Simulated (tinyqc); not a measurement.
Koster-Slater impurity in a tight-binding band, by Green functions and by supercells: one step, computed by the program tinyqc.

One orbital per site, e(k) = -2 t sum cos(k_i) over 2 direction(s), band from -4 t to 4 t, lattice constant 1. One site has the extra energy U. Spin is left out.

Problem. The level in the supercell. In a periodic cell of N sites along each direction with Bloch vector K, the level solves 1/U = N^-d sum_k 1/(E - e(k)), k_i = (2 pi m_i + K_i)/N, m_i = 0..N-1; the outermost root on the side of U is taken (bisection). d is the number of directions. Gamma means K_i = 0, the zone corner K_i = pi, the quarter point K_i = pi/2. The error is measured against the isolated level E_b.

Inputs (values chosen for the exercise, for a model band): hopping t = 1.8 eV; impurity potential U = -12.1 eV; supercell edge N = 2 sites.

Lattice: square.

level E_b = -13.19261 eV

Give: level at Gamma; level at the corner; level at the quarter point; error at Gamma; width between Gamma and the corner.

Solution.

level at Gamma = -14.20 eV

level at the corner = -12.1 eV

level at the quarter point = -13.16 eV

error at Gamma = -1.003 eV

width between Gamma and the corner = 2.095 eV

Images turn the level into a band 2.10 eV wide; the quarter point misses the isolated level by 0.029 eV, far less than Gamma, because the leading hopping between images averages out there.
